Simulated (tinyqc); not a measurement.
Input admittance of a MOSFET at zero drain bias: distributed channel and distributed gate: one step of the calculation.

Source and drain grounded, strong inversion, w = 2 pi f, Cox = eps0 eox/tox. The channel is an RC line of resistance 1/(mu Cox Vo) per square fed from both ends, so one finger has the intrinsic admittance y = i w Cox L tanh(g)/g per width, g = (1/2) sqrt(i w tau), tau = L^2/(mu Vo). The vertical resistance rv/L is in series with y, the overlaps 2 i w Cov in parallel: y_t = 1/(1/y + rv/L) + 2 i w Cov. The gate strip is a line of Rsh/L per length loaded by y_t, so a finger has Y = y_t Wf tanh(k)/k, k = (Wf/sd) sqrt(y_t Rsh/L); the device has Nf Y.

Question. Admittance of the channel and stack per width. tau, g, c = Cox L, y and y_t as defined.

Inputs (values chosen for the exercise); values of the order met in silicon radio-frequency transistors:

| symbol | value | unit | meaning |
|---|---|---|---|
| eox | 3.9 |  | relative permittivity of the gate insulator (close to silicon dioxide) |
| tox | 7.5 | nm | insulator thickness |
| L | 1.9 | um | channel length |
| mu | 210 | cm^2/(V s) | channel mobility |
| Vo | 0.3 | V | gate overdrive |
| rv | 5.1 | ohm um^2 | vertical resistivity of the gate stack |
| Cov | 0.16 | fF/um | overlap and fringe capacitance on each side |
| f | 0.58 | GHz | frequency |

Constants: eps0 = 8.8541878128e-14 F/cm where lengths are in cm. Results are converted to the units shown.

Give: tau; g; c; y; y_t.

Answer.

tau = 573.02 ps
g = 0.51091+0.51091i
c = 8.7479 fF/um
y = 5.313+30.771i uS/um
y_t = 5.316+31.936i uS/um

w tau = 2.09, and Im y is 0.965 of w c.

Computed by the program tinyqc: `OMP_NUM_THREADS=1 python tinyqc.py 2262136 2262137 out.jsonl`, one thread of a shared Intel Xeon 2.30GHz, about 0.01 s for the whole run.
